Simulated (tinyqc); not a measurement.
# Changing the island volume V

Model: strain-driven roughening and islands of a mismatched epitaxial film. Computed by tinyqc, a small Python program. Command: `OMP_NUM_THREADS=1 python tinyqc.py 3001577 3001578 out.jsonl island sweep`. One thread of a shared host (Intel(R) Xeon(R) Processor @ 2.30GHz), about 0.01 s of CPU time with the checks.

Film and substrate share isotropic elastic constants; the film is coherent and biaxially strained.

Inputs (values chosen for the exercise, modelled on GaN on AlN):
```
quantity,value,unit
misfit |f|,0.025,-
shear modulus G,124,GPa
Poisson ratio nu,0.21,-
surface energy gamma,1.83,J/m^2
contact angle of the shallow shape theta_1,9.19,degrees
contact angle of the steep shape theta_2,30.6,degrees
facet energy of shape 1 over gamma,0.9959,-
facet energy of shape 2 over gamma,1.002,-
```

Constants: e = 1.602176634e-19 C.

Method:
- M = 2 G (1 + nu)/(1 - nu); stress = M f; energy density w = M f^2.
- Shallow faceted island (Tersoff form): E = 4 Gam V^(2/3) tan^(1/3)(theta) - 6 c V tan(theta), Gam = gamma [x/sin(theta) - 1/tan(theta)], x the facet energy over gamma, c = stress^2 (1 - nu)/(2 pi G).
- The barrier is the maximum of E, at V_c = [4 Gam/(9 c)]^3 / tan^2(theta) (1 GPa nm = 1 J/m^2).
- The two energies cross at V_x^(1/3) = 4 [Gam_2 t2^(1/3) - Gam_1 t1^(1/3)]/(6 c (t2 - t1)), t = tan(theta); mu = dE/dV.

One run for each value:
```
island volume V (nm^3),E of shape 1 (eV),E of shape 2 (eV)
1.1,8.4166e-01,9.1125e+00
2.7,1.1446e+00,1.5167e+01
6.4,1.1484e+00,2.3723e+01
15,-2.7636e-02,3.4350e+01
37,-5.3776e+00,4.3236e+01
89,-2.2161e+01,3.1902e+01
220,-7.2253e+01,-5.7697e+01
520,-2.0002e+02,-3.6489e+02
1300,-5.5799e+02,-1.3650e+03
3000,-1.3787e+03,-3.8617e+03
```

Describe and explain the trends.

Over the rows, E of shape 1 (eV) goes from 0.842 through a maximum among these rows, 1.15 at 6.40, to -1380; E of shape 2 (eV) goes from 9.11 through a maximum among these rows, 43.2 at 37.0, to -3860. Each curve rises while the surface term V^(2/3) rules, peaks at V_c, passes zero at (3/2)^3 V_c and then falls with the volume term.

Caution (all rows): a critical island of a few cubic nanometres holds a few hundred atoms at most, and edge energies, left out here, matter. Caution (all rows): the shallow-slope form overstates the relaxation of facets steeper than about 25 degrees.

Extremes, crossings and ranges named in words are read from the listed rows.
